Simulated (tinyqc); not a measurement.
# Thermionic-field emission through a Schottky barrier, WKB: two studies

Metal on an n-type semiconductor with one parabolic valley; V > 0 is forward bias (metal positive). Energies E are counted from the conduction edge of the neutral semiconductor, whose Fermi level lies at -xi; that of the metal lies at -xi - V. The barrier is a parabola of height Vd = phi - xi - V (depletion approximation, no image force).

Parameters, values chosen for the exercise; band and dielectric values close to those of 4H silicon carbide:
```
symbol,value,unit,meaning
T,300,K,temperature
me,0.365,m0,electron mass
eps_r,9.71,,relative permittivity
phi,1.29,eV,barrier height seen from the metal
Nd,1.9e18,cm^-3,donor density
```

Constants: q = 1.602176634e-19 C, kB = 1.380649e-23 J/K, eps0 = 8.8541878128e-12 F/m, hbar = 1.054571817e-34 J s, h = 6.62607015e-34 J s, m0 = 9.1093837015e-31 kg, Vt = kB T/q. Results are converted to the units shown.

Each table varies one quantity; the others keep the values above.

## Current against forward bias

Nc = 2 (2 pi me m0 kB T/h^2)^1.5 (times 1e-6 for cm^-3); Nd = Nc F12(-xi/Vt), F12(x) = (2/sqrt(pi)) int_0^infinity sqrt(u)/(1 + exp(u - x)) du; E00 = (hbar/2) sqrt(Nd/(me m0 eps0 eps_r)) in SI units (volts). For E < Vd, ln T(E) = -(Vd/E00) [sqrt(1 - y) - y ln((1 + sqrt(1 - y))/sqrt(y))], y = E/Vd; T(E) = 1 above. J = A* T (q/kB) int_0^infinity T(E) N(E) dE, N = ln[(1 + exp((-xi - E)/Vt))/(1 + exp((-xi - V - E)/Vt))], A* = 4 pi q me m0 kB^2/h^3 (times 1e-4 for A/(cm^2 K^2)). The integral is converged to the digits shown; the share over the barrier is that of E > Vd, and 0 means below 1e-6 %. n = (dV/d ln J)/Vt.

Current against forward bias:

| V (V) | J (A/cm^2) | share over the barrier (%) | mean E/Vd | n |
|---|---|---|---|---|
| 0.103 | 1.920e-11 | 0.231 | 0.7631 | 1.082 |
| 0.224 | 1.352e-9 | 0.361 | 0.7626 | 1.106 |
| 0.345 | 9.273e-8 | 0.567 | 0.7618 | 1.108 |
| 0.466 | 6.302e-6 | 0.900 | 0.7609 | 1.111 |
| 0.587 | 4.231e-4 | 1.45 | 0.7597 | 1.115 |
| 0.707 | 0.02698 | 2.35 | 0.7583 | 1.120 |
| 0.828 | 1.738 | 3.94 | 0.7565 | 1.128 |
| 0.949 | 107.6 | 6.85 | 0.7552 | 1.142 |

What does the table show?

J rises from 1.92e-11 to 108 A/cm^2, and n rises from 1.08 to 1.14. The Padovani-Stratton slope is (E00/Vt) coth(E00/Vt) = 1.09; the middle row is 2.2 % above it.

## Contact resistivity against doping

The contact resistivity is rho_c = 1/(dJ/dV) at V = 0, where N becomes V f/Vt with f = 1/(1 + exp((E + xi)/Vt)). The last column is the thermionic value Vt exp(phi/Vt)/(A* T^2). By a common rule of thumb, E00/Vt below 0.5 marks thermionic emission, 0.5 to 5 thermionic-field emission and above 5 field emission.

Result of one run:

| Nd (cm^-3) | E00/Vt | rho_c (ohm cm^2) | thermionic rho_c (ohm cm^2) |
|---|---|---|---|
| 1.1e18 | 0.4001 | 3.109e11 | 3.070e13 |

What becomes of these results when the donor density Nd is changed from 1.1e18 to 1.3e19 cm^-3, all else the same?

Result of the changed run:

| Nd (cm^-3) | E00/Vt | rho_c (ohm cm^2) | thermionic rho_c (ohm cm^2) |
|---|---|---|---|
| 1.3e19 | 1.375 | 2.035e4 | 3.070e13 |

The whole series:

| Nd (cm^-3) | E00/Vt | rho_c (ohm cm^2) | thermionic rho_c (ohm cm^2) |
|---|---|---|---|
| 9.3e16 | 0.1163 | 8.330e12 | 3.070e13 |
| 2.1e17 | 0.1748 | 4.625e12 | 3.070e13 |
| 4.9e17 | 0.2670 | 1.684e12 | 3.070e13 |
| 1.1e18 | 0.4001 | 3.109e11 | 3.070e13 |
| 2.6e18 | 0.6151 | 1.155e10 | 3.070e13 |
| 5.9e18 | 0.9266 | 4.770e7 | 3.070e13 |
| 1.3e19 | 1.375 | 2.035e4 | 3.070e13 |
| 3.1e19 | 2.124 | 1.565 | 3.070e13 |
| 7.1e19 | 3.214 | 0.001002 | 3.070e13 |

rho_c falls from 8.33e12 to 0.00100 ohm cm^2: 0.27 of the thermionic value in the first row (thermionic emission) and 3.3e-17 of it in the last (thermionic-field emission). Between the last two rows ln rho_c changes by 1.19 eV for each unit of 1/E00, to be set beside phi = 1.29 eV of the rule rho_c ~ exp(phi/E00). Even in the first row most of the current tunnels through the thin top of the barrier.

Range of the model: One isotropic valley is assumed; bands with several valleys have a larger Richardson constant and Nc. The depletion approximation, a parabolic band and the neglect of image-force lowering make these currents estimates at high doping.

Program tinyqc, `OMP_NUM_THREADS=1 python tinyqc.py 2640095 2640096 out.jsonl`; Intel Xeon 2.30GHz, shared host, one thread, about 0.04 s.
